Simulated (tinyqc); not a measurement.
Potential-pH (Pourbaix) lines of a metal, its cation, its oxide and an oxyanion, with a complexing ligand: one step, computed by the program tinyqc. Command: `OMP_NUM_THREADS=1 python tinyqc.py 3009709 3009710 out.jsonl pourb walk`. One thread of a shared host (Intel(R) Xeon(R) Processor @ 2.30GHz), about 0.02 s of CPU time with the checks.

Potentials are against the standard hydrogen electrode; solids and water have unit activity; dG_f of M, H+ and the electron is zero; F = e N_A and s = R T ln(10)/F. The cation carries z = 2.

Task: Vertical lines. M2+ + 2e = M; MO + 2H+ + 2e = M + H2O; MO2(2-) + 4H+ + 2e = M + 2H2O. For each, E0 = -dG/(z F), and E = E0 + (s/z) log10 a - (s n_H/z) pH, with no activity term for the oxide. Two oxidised species coexist where their lines against the metal cross: pH1 (cation/oxide) = [E0(oxide) - E0(cation)]/s - (log10 a)/z; pH2 (oxide/oxyanion) = {[E0(oxyanion) - E0(oxide)]/s + (log10 a)/z}/(4/z - 1).

Inputs (values chosen for the exercise, modelled on iron): temperature T = 298.15 K; log10 of the dissolved activity a = -2.

Species: M, M2+, MO, MO2(2-).

E0 (V): cation -0.4055021, oxide -0.0665904, oxyanion 0.7577836

s = 0.05915935 V

Give: pH1; pH2; width of the oxide field, pH2 - pH1.

Result:

pH1 = 6.729

pH2 = 12.93

width of the oxide field, pH2 - pH1 = 6.206

The oxide is stable from pH 6.73 to 12.93; each decade less of dissolved metal narrows this field by 1.00 pH units.
